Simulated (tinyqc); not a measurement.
Inside a calculation. Model: short-channel transistor, virtual-source model with series resistance.

tinyqc, about 0.01 s, one thread, Intel Xeon 2.30GHz (shared host): `OMP_NUM_THREADS=1 python tinyqc.py 2380110 2380111 out.jsonl` Printed values are rounded.

The current per gate width is the charge at the top of the source barrier (the virtual source) times its velocity times a saturation function; al and be are fitting constants of the model. Units: I in uA/um, Rs in ohm um, so I Rs = 1e-6 I Rs in volts; Q in uC/cm^2, so I = 1e-4 Q vx0 Fsat with vx0 in cm/s.

Inputs (values chosen for the exercise): temperature T = 350 K; inversion capacitance Cinv = 2.77 uF/cm^2; velocity at the virtual source vx0 = 1.35e7 cm/s; apparent mobility mu = 880 cm^2/(V s); channel length L = 130 nm; threshold at zero drain voltage VT0 = 0.377 V; drain-induced barrier lowering dl = 0.192 V/V; subthreshold factor n0 = 1.6; growth of n with drain voltage nd = 0.1 1/V; threshold shift (in units of Vt) from weak to strong inversion al = 3.5; sharpness of saturation be = 2; series resistance of each contact Rs = 50 ohm um; gate voltage Vgs = 0.5 V; drain voltage Vds = 0.25 V.

Constants: q = 1.602176634e-19 C, kB = 1.380649e-23 J/K, Vt = kB T/q. Results are converted to the units shown.

## Iteration 1: current through the series resistance

I at the start = 0 uA/um

Intrinsic voltages Vg' = Vgs - I Rs, Vd' = Vds - 2 I Rs. n = n0 + nd Vd', VT = VT0 - dl Vd', Ff = 1/(1 + exp((Vg' - VT + al Vt/2)/(al Vt))), Q = Cinv n Vt ln(1 + exp((Vg' - VT + al Vt Ff)/(n Vt))), Vdsat = (vx0 L/mu)(1 - Ff) + Vt Ff, Fsat = u/(1 + u^be)^(1/be) with u = Vd'/Vdsat, and I(out) = Q vx0 Fsat per width. (Fsat takes the sign of u.) I(new) = I(out).

Vg' = 0.5 V
Vd' = 0.25 V
VT = 0.329 V
Ff = 0.107178
Q = 0.508261 uC/cm^2
Vdsat = 0.181290 V
Fsat = 0.809549
I(out) = 555.474 uA/um
I after iteration 1 = 555.474 uA/um

## Iteration 2: current through the series resistance

As before.

Vg' = 0.472226 V
Vd' = 0.194453 V
VT = 0.339665 V
Ff = 0.147322
Q = 0.416642 uC/cm^2
Vdsat = 0.174494 V
Fsat = 0.744269
I(out) = 418.626 uA/um
I after iteration 2 = 418.626 uA/um

## Iteration 3: current through the series resistance

As before.

Vg' = 0.479069 V
Vd' = 0.208137 V
VT = 0.337038 V
Ff = 0.136406
Q = 0.438722 uC/cm^2
Vdsat = 0.176342 V
Fsat = 0.762978
I(out) = 451.893 uA/um
I after iteration 3 = 451.893 uA/um

## Course of the iteration: current through the series resistance

Stop when I changes by less than 1e-7 uA/um, or after 80 iterations.

Course of the iteration:
```
iteration,I (uA/um),|change| (uA/um)
1,555.474,555
2,418.626,137
3,451.893,33.3
4,443.777,8.12
5,445.755,1.98
6,445.273,0.482
7,445.391,0.118
8,445.362,0.0287
9,445.369,6.99e-3
10,445.367,1.70e-3
11,445.368,4.15e-4
12,445.367,1.01e-4
13,445.368,2.47e-5
14,445.368,6.02e-6
15,445.368,1.47e-6
16,445.368,3.58e-7
17,445.368,8.72e-8
```

Converged in 17 iterations. At the end each change is about 0.24 times the one before, with alternating sign: linear convergence.

## What the series resistance costs

converged I = 445.368 uA/um
I0 = 555.474 uA/um

Intrinsic voltages Vg' = Vgs - I Rs, Vd' = Vds - 2 I Rs. n = n0 + nd Vd', VT = VT0 - dl Vd', Ff = 1/(1 + exp((Vg' - VT + al Vt/2)/(al Vt))), Q = Cinv n Vt ln(1 + exp((Vg' - VT + al Vt Ff)/(n Vt))), Vdsat = (vx0 L/mu)(1 - Ff) + Vt Ff, Fsat = u/(1 + u^be)^(1/be) with u = Vd'/Vdsat, and I = Q vx0 Fsat per width. I0 is the current for Rs = 0. Effective velocity I/Q; transit time L Q/I.

loss against I0 = 19.8221 %
effective velocity = 1.02529e7 cm/s
transit time = 1.26793 ps

The carriers leave the virtual source at 75.9 % of vx0.
